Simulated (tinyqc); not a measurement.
Implant damage, amorphisation by cascade overlap, and solid-phase epitaxial regrowth: one step, computed by the program tinyqc. Command: `OMP_NUM_THREADS=1 python tinyqc.py 3114061 3114062 out.jsonl sper walk`. One thread of a shared host (Intel(R) Xeon(R) Processor @ 2.30GHz), about 0.01 s of CPU time with the checks.

Range and width of the damage are inputs. Dynamic annealing enters only through the surviving share f.

Problem. Damage energy and displacements per ion. Robinson partition: eps = E a M2/(Z1 Z2 (e^2/(4 pi eps_0)) (M1 + M2)), a = 0.8853 a_0/sqrt(Z1^(2/3) + Z2^(2/3)); k = 0.0793 Z1^(2/3) Z2^(1/2) (M1 + M2)^(3/2)/((Z1^(2/3) + Z2^(2/3))^(3/4) M1^(3/2) M2^(1/2)); damage energy T_d = E/(1 + k (eps + 0.40244 eps^(3/4) + 3.4008 eps^(1/6))); displacements nu = 0.8 T_d/(2 E_d).

Inputs (values chosen for the exercise, modelled on fluorine ions in silicon):
```
quantity                 value  unit
ion Z1                       9     -
ion mass M1                 19     u
target Z2                   14     -
target mass M2           28.09     u
ion energy E                25   keV
displacement energy E_d     16    eV
```

Constants: a_0 = 0.529177210903 angstrom; e^2/(4 pi eps_0) = 14.39964548 eV angstrom.

Give: reduced energy eps; k; damage energy T_d; T_d/E; displacements per ion nu.

Solution.

reduced energy eps = 1.2095

k = 0.16638

damage energy T_d = 13.423 keV

T_d/E = 0.53691

displacements per ion nu = 335.57

46 % of the energy goes to electrons.
